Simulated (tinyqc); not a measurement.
Sweep of the shear strain: two-band k.p model of the Delta valleys near the X point under shear strain.

Valley pair on the [001] axis, kz counted from the X point, c = hbar^2/2m0, k0 = kx0 2 pi/a. H = (c kz^2/ml + c (kx^2 + ky^2)/mt + c k0^2/ml) 1 + (2 c k0 kz/ml) sigma_z + (D exy - 2 c kx ky/Mp) sigma_x, so E = c kz^2/ml + c (kx^2 + ky^2)/mt + c k0^2/ml -/+ sqrt((2 c k0 kz/ml)^2 + (D exy - 2 c kx ky/Mp)^2). Without strain the lower band has its minima, E = 0, at kz = +/- k0. Shifts from diagonal strain are left out.

For |eta| < 1: k_min = k0 sqrt(1 - eta^2), E_min = -Delta eta^2/2, ml(eta) = ml/(1 - eta^2), 1/m[110] = 1/mt + eta/Mp, 1/m[1-10] = 1/mt - eta/Mp. For |eta| > 1 the minimum sits at X: E_min = -Delta (2 |eta| - 1)/2, ml(eta) = ml/(1 - 1/|eta|), and eta is replaced by its sign in the transverse masses. Here Delta = 2 c k0^2/ml and eta = D exy/Delta.

Constants: hbar^2/2m0 = 3.80998211 eV angstrom^2.

Values chosen for the exercise (near those of Si; the results hold for these values, not for the real material): a = 5.444 angstrom (lattice constant); ml = 0.899 m0 (longitudinal mass); mt = 0.195 m0 (transverse mass); kx0 = 0.143 2 pi/a (distance of the minimum from X); D = 13 eV (shear deformation potential); Mp = 0.24 m0 (coupling mass).

Delta = 2 c k0^2/ml, eta = D exy/Delta.

The minimum:
```
exy       eta  k_min/k0  E_min (meV)  ml(eta)  m[110]  m[1-10]  density-of-states mass
0.0000  0.000     1.000          0.0    0.899  0.1950   0.1950                   0.325
0.0018  0.101     0.995         -1.2    0.908  0.1802   0.2125                   0.326
0.0089  0.501     0.865        -29.0    1.200  0.1386   0.3289                   0.380
0.0133  0.749     0.663        -64.7    2.047  0.1212   0.4980                   0.498
0.0160  0.901     0.434        -93.7    4.772  0.1126   0.7276                   0.731
0.0213  1.199     0.000       -161.5    5.409  0.1076   1.0400                   0.846
0.0284  1.599     0.000       -253.8    2.400  0.1076   1.0400                   0.645
```

Give the missing row, exy = 0.0044.

Computed row:
```
exy       eta  k_min/k0  E_min (meV)  ml(eta)  m[110]  m[1-10]  density-of-states mass
0.0044  0.248     0.969         -7.1    0.958  0.1623   0.2441                   0.336
```

The valleys reach X at eta = 1, that is exy = 0.0178. The shift is quadratic up to eta = 1 (-7.1 meV at eta = 0.25, -29.0 meV at 0.50) and linear beyond, while 1/m[110] rises linearly, taking m[110] from 0.195 to its floor 0.1076, a gain of 81 % in 1/m. ml(eta) diverges at eta = 1; the largest value listed is 5.41. A deformation-potential model with fixed masses misses all of this.

Computed by tinyqc, a small Python program: `OMP_NUM_THREADS=1 python tinyqc.py 1051117 1051118 out.jsonl` (the numbers bound the seed that draws the inputs); one thread of a shared host (Intel(R) Xeon(R) Processor @ 2.30GHz), about 0.01 s for the whole set of steps.
